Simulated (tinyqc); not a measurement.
Admittance spectroscopy and thermally stimulated current of one trap level in a depletion layer. From step (C_lf - C_hf)/C_hf back to band bending V_b. Computed by tinyqc, a small Python program. Command: `OMP_NUM_THREADS=1 python tinyqc.py 3110043 3110044 out.jsonl admit inv`. One thread of a shared host (Intel(R) Xeon(R) Processor @ 2.30GHz), about 0.03 s of CPU time with the checks.

A Schottky junction on n-type material holds one donor-like electron trap; shallow donors are fully ionised and abrupt depletion edges are assumed.

Inputs (values chosen for the exercise, modelled on n-type 4H-SiC):
```
quantity                         value    unit
dielectric constant eps           9.83       -
density-of-states mass m         0.747     m_0
shallow doping N               4.3e+15  1/cm^3
trap density N_t               1.8e+15  1/cm^3
trap depth E_t below the band    0.196      eV
capture cross section sigma    5.8e-14    cm^2
test frequency f                  2000      Hz
```

Constants: k_B = 1.380649e-23 J/K; m_0 = 9.1093837015e-31 kg; h = 6.62607015e-34 J s; k_B = 8.617333262e-05 eV/K; eps_0 = 8.8541878128e-12 F/m; e = 1.602176634e-19 C.

Method:
- N_c = 2 (2 pi m k_B T/h^2)^(3/2), v_th = sqrt(3 k_B T/m), emission rate e_n = sigma v_th N_c exp(-E_t/(k_B T)).
- Where the level crosses the Fermi level capture equals emission, so the trap follows the signal with the rate 2 e_n; G/omega peaks at omega = 2 e_n (the correction for large N_t/N is left out).
- Solve 2 e_n(T_p) = 2 pi f.
- With E_c - E_F = k_B T_p ln(N_c/N): lambda = sqrt(2 eps eps_0 (E_t - (E_c - E_F))/(e^2 N)); traps are empty and charged for x < x_t = w - lambda, and V_b = e (N w^2 + N_t x_t^2)/(2 eps eps_0). High frequency: C_hf = eps eps_0/w. Low frequency: C_lf = eps eps_0 (N + N_t)/(N w + N_t x_t).

Task: A run gave the result below. Find the band bending V_b, known to lie between 1.3 and 2.6 V.

step (C_lf - C_hf)/C_hf = 0.085483

Result:

Each step takes the trial c = (a f_b - b f_a)/(f_b - f_a), f being the result less the target and a, b, c the logarithms of the listed values; c replaces end b, the old b replaces a if the sign of f changed, and otherwise f_a is halved.

Scan of the range:
```
band bending V_b (V)  step (C_lf - C_hf)/C_hf
1.30                                 0.111751
1.46                                 0.105278
1.64                                 0.099189
1.84                                 0.093523
2.06                                 0.088290
2.32                                 0.083109
2.60                                 0.078437
```

False position (Illinois rule, in the logarithm of the input) inside the bracket:
```
step    end a    end b    trial  step (C_lf - C_hf)/C_hf
1     2.06000  2.32000  2.19703                0.0854428
2     2.06000  2.19703  2.19309                0.0855208
3     2.19703  2.19309  2.19500                0.0854830
4     2.19309  2.19500  2.19500                0.0854830
```

Step (C_lf - C_hf)/C_hf falls at every point of a 13-point scan of the range (every second point is shown), so one value fits; it is bracketed by 2.06 and 2.32. Answer: band bending V_b = 2.195 V.

Caution: N_t/N is not small, so the peak moves away from omega = 2 e_n.
